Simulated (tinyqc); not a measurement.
Worked calculation: coupled-perturbed Hartree-Fock on RHF in the sto-6g basis, for BeH2, spin multiplicity 1. One step of it, computed by the program tinyqc.

Task: Integrals over molecular orbitals. (pq|rs) = sum C_ip C_jq C_kr C_ls (ij|kl), one index at a time.

coefficients C:
```
               MO1        MO2        MO3       MO4       MO5        MO6        MO7
1Be 1s    0.994765  -0.201913   0.000000  0.000000  0.000000  -0.217631   0.000000
1Be 2s    0.020746   0.600454   0.000000  0.000000  0.000000   1.056798   0.000000
1Be 2px   0.000000   0.000000   0.000000  1.000000  0.000000   0.000000   0.000000
1Be 2py   0.000000   0.000000   0.495278  0.000000  0.000000   0.000000   1.216196
1Be 2pz   0.000000   0.000000   0.000000  0.000000  1.000000   0.000000   0.000000
2H 1s    -0.002527   0.396295   0.431580  0.000000  0.000000  -0.724475  -0.831189
3H 1s    -0.002527   0.396295  -0.431580  0.000000  0.000000  -0.724475   0.831189
```

core Hamiltonian H = T + V (hartree), lower triangle:
```
            1Be 1s     1Be 2s    1Be 2px    1Be 2py    1Be 2pz      2H 1s      3H 1s
1Be 1s   -8.621440
1Be 2s   -2.030183  -2.732392
1Be 2px   0.000000   0.000000  -2.230267
1Be 2py   0.000000   0.000000   0.000000  -2.412937
1Be 2pz   0.000000   0.000000   0.000000   0.000000  -2.230267
2H 1s    -0.349852  -0.972500   0.000000  -1.080612   0.000000  -1.986613
3H 1s    -0.349852  -0.972500   0.000000   1.080612   0.000000  -0.056751  -1.986613
```

Two-electron integrals (ij|kl) in chemists' order, unique and non-zero (hartree):
```
(11|11) 2.299996    (21|11) 0.361879    (21|21) 0.071926    (22|11) 0.570332
(22|21) 0.139654    (22|22) 0.417773    (31|31) 0.015252    (32|31) 0.022555
(32|32) 0.092340    (33|11) 0.570332    (33|21) 0.139654    (33|22) 0.417773
(33|33) 0.450117    (41|41) 0.015252    (42|41) 0.022555    (42|42) 0.092340
(43|43) 0.024258    (44|11) 0.570332    (44|21) 0.139654    (44|22) 0.417773
(44|33) 0.401601    (44|44) 0.450117    (51|51) 0.015252    (52|51) 0.022555
(52|52) 0.092340    (53|53) 0.024258    (54|54) 0.024258    (55|11) 0.570332
(55|21) 0.139654    (55|22) 0.417773    (55|33) 0.401601    (55|44) 0.401601
(55|55) 0.450117    (61|11) 0.063156    (61|21) 0.012206    (61|22) 0.023662
(61|33) 0.023466    (61|41) 0.001211    (61|42) 0.002369    (61|44) 0.024053
(61|55) 0.023466    (61|61) 0.002191    (62|11) 0.167229    (62|21) 0.041690
(62|22) 0.137656    (62|33) 0.132292    (62|41) 0.005781    (62|42) 0.035319
(62|44) 0.148384    (62|55) 0.132292    (62|61) 0.007858    (62|62) 0.070277
(63|31) 0.003810    (63|32) 0.017838    (63|43) 0.005957    (63|63) 0.006044
(64|11) 0.185274    (64|21) 0.046732    (64|22) 0.161014    (64|33) 0.151576
(64|41) 0.009286    (64|42) 0.054890    (64|44) 0.179888    (64|55) 0.151576
(64|61) 0.009204    (64|62) 0.093174    (64|64) 0.126921    (65|51) 0.003810
(65|52) 0.017838    (65|54) 0.005957    (65|65) 0.006044    (66|11) 0.336474
(66|21) 0.085507    (66|22) 0.316130    (66|33) 0.293693    (66|41) 0.013280
(66|42) 0.106279    (66|44) 0.361007    (66|55) 0.293693    (66|61) 0.016585
(66|62) 0.209365    (66|64) 0.293622    (66|66) 0.774999    (71|11) 0.063156
(71|21) 0.012206    (71|22) 0.023662    (71|33) 0.023466    (71|41) -0.001211
(71|42) -0.002369   (71|44) 0.024053    (71|55) 0.023466    (71|61) 0.001982
(71|62) 0.006490    (71|64) 0.007023    (71|66) 0.013190    (71|71) 0.002191
(72|11) 0.167229    (72|21) 0.041690    (72|22) 0.137656    (72|33) 0.132292
(72|41) -0.005781   (72|42) -0.035319   (72|44) 0.148384    (72|55) 0.132292
(72|61) 0.006490    (72|62) 0.034940    (72|64) 0.037631    (72|66) 0.076177
(72|71) 0.007858    (72|72) 0.070277    (73|31) 0.003810    (73|32) 0.017838
(73|43) -0.005957   (73|63) 0.002299    (73|73) 0.006044    (74|11) -0.185274
(74|21) -0.046732   (74|22) -0.161014   (74|33) -0.151576   (74|41) 0.009286
(74|42) 0.054890    (74|44) -0.179888   (74|55) -0.151576   (74|61) -0.007023
(74|62) -0.037631   (74|64) -0.039358   (74|66) -0.081468   (74|71) -0.009204
(74|72) -0.093174   (74|74) 0.126921    (75|51) 0.003810    (75|52) 0.017838
(75|54) -0.005957   (75|65) 0.002299    (75|75) 0.006044    (76|11) 0.009475
(76|21) 0.002301    (76|22) 0.006963    (76|33) 0.006824    (76|44) 0.007242
(76|55) 0.006824    (76|61) 0.000393    (76|62) 0.002444    (76|64) 0.002941
(76|66) 0.006030    (76|71) 0.000393    (76|72) 0.002444    (76|74) -0.002941
(76|76) 0.000119    (77|11) 0.336474    (77|21) 0.085507    (77|22) 0.316130
(77|33) 0.293693    (77|41) -0.013280   (77|42) -0.106279   (77|44) 0.361007
(77|55) 0.293693    (77|61) 0.013190    (77|62) 0.076177    (77|64) 0.081468
(77|66) 0.168842    (77|71) 0.016585    (77|72) 0.209365    (77|74) -0.293622
(77|76) 0.006030    (77|77) 0.774999
```

Give: one-electron integrals over orbitals h = C^T H C; Two-electron integrals over orbitals.

Result:

one-electron integrals over orbitals h = C^T H C (hartree), lower triangle:
```
         1        2        3        4        5        6        7
1  -8.6127
2   0.2083  -2.2999
3   0.0000   0.0000  -2.2347
4   0.0000   0.0000   0.0000  -2.2303
5   0.0000   0.0000   0.0000   0.0000  -2.2303
6   0.2123  -0.2514   0.0000   0.0000   0.0000  -1.9134
7   0.0000   0.0000  -0.3136   0.0000   0.0000   0.0000  -1.8661
```

Two-electron integrals over orbitals (pq|rs), unique and non-zero (hartree):
```
(11|11) 2.2811      (21|11) -0.1876     (21|21) 0.0243      (22|11) 0.4590
(22|21) -0.0057     (22|22) 0.3742      (31|31) 0.0052      (32|31) 0.0109
(32|32) 0.1597      (33|11) 0.4200      (33|21) -0.0021     (33|22) 0.3863
(33|33) 0.4094      (41|41) 0.0160      (42|41) 0.0147      (42|42) 0.0468
(43|43) 0.0124      (44|11) 0.5701      (44|21) -0.0068     (44|22) 0.3528
(44|33) 0.3350      (44|44) 0.4501      (51|51) 0.0160      (52|51) 0.0147
(52|52) 0.0468      (53|53) 0.0124      (54|54) 0.0243      (55|11) 0.5701
(55|21) -0.0068     (55|22) 0.3528      (55|33) 0.3350      (55|44) 0.4016
(55|55) 0.4501      (61|11) -0.2009     (61|21) 0.0266      (61|22) -0.0062
(61|33) -0.0029     (61|44) -0.0055     (61|55) -0.0055     (61|61) 0.0292
(62|11) 0.1417      (62|21) -0.0064     (62|22) -0.0153     (62|33) -0.0411
(62|44) 0.0681      (62|55) 0.0681      (62|61) -0.0058     (62|62) 0.0838
(63|31) -3.39e-04   (63|32) -0.0920     (63|63) 0.0866      (64|41) 0.0162
(64|42) 0.0466      (64|64) 0.0500      (65|51) 0.0162      (65|52) 0.0466
(65|65) 0.0500      (66|11) 0.4699      (66|21) -0.0072     (66|22) 0.3767
(66|33) 0.3873      (66|44) 0.3545      (66|55) 0.3545      (66|61) -0.0074
(66|62) -0.0259     (66|66) 0.3936      (71|31) 0.0097      (71|32) 0.0175
(71|63) 3.91e-04    (71|71) 0.0186      (72|31) 0.0045      (72|32) -0.0403
(72|63) 0.0632      (72|71) 0.0083      (72|72) 0.0580      (73|11) 0.1507
(73|21) -0.0038     (73|22) -8.94e-05   (73|33) -0.0182     (73|44) 0.0704
(73|55) 0.0704      (73|61) -0.0035     (73|62) 0.0795      (73|66) -0.0191
(73|73) 0.0877      (74|43) 0.0133      (74|74) 0.0170      (75|53) 0.0133
(75|75) 0.0170      (76|31) 0.0098      (76|32) 0.1400      (76|63) -0.0904
(76|71) 0.0161      (76|72) -0.0474     (76|76) 0.1359      (77|11) 0.5459
(77|21) -0.0070     (77|22) 0.4006      (77|33) 0.4166      (77|44) 0.3775
(77|55) 0.3775      (77|61) -0.0074     (77|62) -0.0185     (77|66) 0.4109
(77|73) 0.0034      (77|77) 0.4538
```
